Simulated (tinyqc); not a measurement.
# Pair-potential crystal by lattice sums, step by step

A worked calculation. Computed by tinyqc, a small Python program that keeps every step. Command: `OMP_NUM_THREADS=1 python tinyqc.py 3001408 3001409 out.jsonl pairsum walk`. One thread of a shared host (Intel(R) Xeon(R) Processor @ 2.30GHz), about 0.02 s of CPU time with the checks. Intermediate numbers are printed to about 7 digits and carried at full precision; extremes and crossings named in words are read from the listed rows.

Energy per atom E = (1/2) sum over neighbours of phi(r); d is the nearest-neighbour distance.

Inputs (values chosen for the exercise, for model atoms):
```
quantity                        value      unit
well depth eps                 0.0375        eV
pair minimum r0                   2.4  angstrom
cut-off r_c/r0                   2.65         -
trial neighbour distance d/r0    1.02         -
repulsive exponent n               14         -
attractive exponent m               7         -
```

Potential: Mie n-m. Structure: hcp.

Constants: 1 eV/angstrom^3 = 160.2176634 GPa.

## Shell sums at the trial distance

phi0(r) = eps [m (r0/r)^n - n (r0/r)^m]/(n - m); shifted-force cut-off: phi(r) = phi0(r) - phi0(r_c) - (r - r_c) phi0'(r_c) for r < r_c, zero beyond. Shells (distance in units of d, count): fcc 1.0000 (12), 1.4142 (6), 1.7321 (24), 2.0000 (12), 2.2361 (24), 2.4495 (8), 2.6458 (48), 2.8284 (6), 3.0000 (36), 3.1623 (24); hcp 1.0000 (12), 1.4142 (6), 1.6330 (2), 1.7321 (18), 1.9149 (12), 2.0000 (6), 2.2361 (12), 2.3805 (12), 2.4495 (6), 2.5166 (6), 2.5820 (12), 2.6458 (24), 2.7080 (6), 2.8868 (12), 3.0000 (12), 3.1091 (24), 3.1623 (12); bcc 1.0000 (8), 1.1547 (6), 1.6330 (12), 1.9149 (24), 2.0000 (8), 2.3094 (6), 2.5166 (24), 2.5820 (24), 2.8284 (24), 3.0000 (32); sc 1.0000 (6), 1.4142 (12), 1.7321 (8), 2.0000 (6), 2.2361 (24), 2.4495 (24), 2.8284 (12), 3.0000 (30), 3.1623 (24); diamond 1.0000 (4), 1.6330 (12), 1.9149 (12), 2.3094 (6), 2.5166 (12), 2.8284 (24), 3.0000 (16). Volumes per atom in d^3: fcc 0.70711, hcp 0.70711, bcc 0.76980, sc 1.00000, diamond 1.53960; hcp has the ideal c/a. Every shell inside the cut-off is summed. List each shell within the cut-off.

Shells:
```
shell  count  r (angstrom)     phi (eV)  phi' (eV/angstrom)  phi'' (eV/angstrom^2)
1         12      2.448000  -0.03643854          0.02407670              0.3857880
2          6      3.461995  -0.00520696          0.01068108             -0.0230740
3          2      3.997567  -0.00178490          0.00349844             -0.0069992
4         18      4.240060  -0.00111102          0.00217220             -0.0041971
5         12      4.687563  -0.00045656          0.00093353             -0.0017323
6          6      4.896000  -0.00029514          0.00063449             -0.0011765
7         12      5.473894  -0.00007194          0.00020794             -0.0004340
8         12      5.827406  -0.00002105          0.00009085             -0.0002476
9          6      5.996351  -0.00000895          0.00005397             -0.0001916
10         6      6.160665  -0.00000247          0.00002604             -0.0001503
11        12      6.320709  -0.00000009          0.00000456             -0.0001194
```

## Energy and virial pressure

E = (1/2) sum count x phi; P = -(1/(6 Omega)) sum count x r phi', Omega = 0.707107 d^3.

energy at the trial distance = -0.2502537 eV/atom

pressure at the trial distance = -3.133589 GPa

The pressure is negative, so the lattice wants to contract.

## Equilibrium

Equilibrium: dE/dd = 0 at the lowest minimum with d between 0.78 r0 and 1.45 r0; B = d^2 E''(d)/(9 Omega). Unrelaxed vacancy: removing an atom breaks its bonds (2|E|) and placing it on the surface returns |E|, so E_v = |E|.

equilibrium distance d = 2.369534 angstrom

energy per atom = -0.2613913 eV

bulk modulus B = 49.70937 GPa

unrelaxed vacancy energy = 0.2613913 eV

d is 1.3 % shorter than r0, because further shells pull and the first shell must push back.

## Ranking of structures

The formulas are those given above.

Each structure at its own equilibrium:
```
structure  neighbours  d (angstrom)  E (eV/atom)  volume (angstrom^3)   B (GPa)
fcc                12      2.369588   -0.2613757              9.40814  49.66189
hcp                12      2.369534   -0.2613913              9.40749  49.70937
bcc                 8      2.328139   -0.2442536              9.71415  45.08245
sc                  6      2.336542   -0.1596136             12.75618  22.56732
diamond             4      2.359780   -0.0913101             20.23126   8.15476
```

The order is hcp < fcc < bcc < sc < diamond; hcp lies 0.016 meV below fcc. fcc (-0.261376 eV) and hcp (-0.261391 eV) share two shells and differ from the third on. Pair forces reward the number of bonds: diamond reaches only 35 % of the best binding. Caution: each structure is relaxed in d alone and may be unstable against shear; the tiny fcc-hcp difference depends on the cut-off.

Checks made by the program: virial pressure against -dE/dV (relative difference 1e-08).
